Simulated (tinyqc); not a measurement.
Domain walls in a thin film with perpendicular anisotropy: Bloch, Neel and chiral walls, motion and stripe domains: one step, computed by the program tinyqc.

One-dimensional wall: polar angle theta(x), azimuth phi of the moment in the wall (phi = 0 Neel, 90 degrees Bloch). mu_0 = 1.25663706212e-6 T m/A, gamma = 1.76085963023e11 rad/(s T).

Task: Stripe domains. Dipolar length l = sigma/(mu_0 M_s^2); for t much smaller than the period the domain width is w = 0.955 t exp(pi l/t) (Kaplan and Gehring), given as log10 of w in nm.

Inputs (values chosen for the exercise, for a model film): saturation magnetisation M_s = 1190 kA/m; thickness t = 0.67 nm.

wall energy sigma = 6.936119 mJ/m^2

Give: dipolar length l; log10 of the domain width in nm.

Result:

dipolar length l = 3.898 nm

log10 of the domain width in nm = 7.743

Domains would exceed a millimetre: any device is a single domain in equilibrium.
